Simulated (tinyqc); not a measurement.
Inside a calculation: coherent potential approximation for a binary alloy with a semi-elliptic band. Values are carried at full precision from step to step, so a last printed digit may differ when a step is redone from the rounded ones.

Site levels eA = -x d (share 1 - x) and eB = (1 - x) d (share x), so that their mean, the virtual crystal, is 0. Pure band: G0(z) = 2 (z - sqrt(z - W) sqrt(z + W))/W^2 with principal roots, density -Im G/pi per site. The medium has a self-energy S(z), G = G0(z - S), z = E + i eta. t_i = (e_i - S)/(1 - (e_i - S) G); the CPA demands <t> = (1 - x) tA + x tB = 0. Iteration: start at S = 0, set S(new) = S + <t>/(1 + <t> G), stop when |<t>| < 1e-9 eV.

Constants: hbar = 6.58211957e-16 eV s.

Values chosen for the exercise:
- W = 4.2 eV (half width of the pure band)
- x = 0.31 (fraction of B)
- d = 2.01 eV (eB - eA)
- eta = 0.084 eV (broadening)
- E = -0.11 eV (energy)

## First step: the average t-matrix

With S = 0 form G, tA, tB, <t> and the new S.

eA, eB (eV): [-0.6231, 1.3869]

G = -0.01222-0.46660i 1/eV

tA, tB (eV): [-0.5783-0.1694i, 0.9707-0.6177i]

<t> = -0.0981-0.3084i eV
S after one step = -0.1347-0.3519i eV

## The self-consistent medium

Iterate.

Iterations:
```
i             S (eV)           G (1/eV)  |<t>| (eV)
0            0.00000  -0.01222-0.46660i       0.324
1  -0.13473-0.35192i   0.00251-0.42932i      0.0306
2  -0.16296-0.36413i   0.00537-0.42805i     0.00254
3  -0.16526-0.36307i   0.00560-0.42815i    0.000209
4  -0.16532-0.36287i   0.00561-0.42817i    1.72e-05
5  -0.16531-0.36286i   0.00561-0.42817i    1.41e-06
6  -0.16531-0.36286i   0.00561-0.42817i    1.16e-07
7  -0.16531-0.36286i   0.00561-0.42817i    9.55e-09
8  -0.16531-0.36286i   0.00561-0.42817i    7.86e-10
```

S = -0.16531-0.36286i eV
G = 0.00561-0.42817i 1/eV

Converged at i = 8. The first step gave -0.1347-0.3519i eV.

## Densities on A and B, and the lifetime

G_i = G/(1 - (e_i - S) G); densities -Im G_i/pi; their weighted sum must be -Im G/pi. Lifetime hbar/(2 |Im S|), which has a meaning only while |Im S| is small against W. Weak-scattering value of S: x (1 - x) d^2 G.

densities (1/eV): on A 0.1521, on B 0.1012, weighted sum 0.1363, medium 0.1363

lifetime = 0.907 fs
weak-scattering S = 0.0048-0.3700i eV

An A site carries the larger density here, by a factor 1.50; the weak-scattering value is 43 % from S.

## Checks

- Weighted sum of the partial densities against the density of the medium: both 0.13629.

(tinyqc, `OMP_NUM_THREADS=1 python tinyqc.py 1480942 1480943 out.jsonl`, Intel(R) Xeon(R) Processor @ 2.30GHz, 1 thread, shared host, about 0.01 s.)
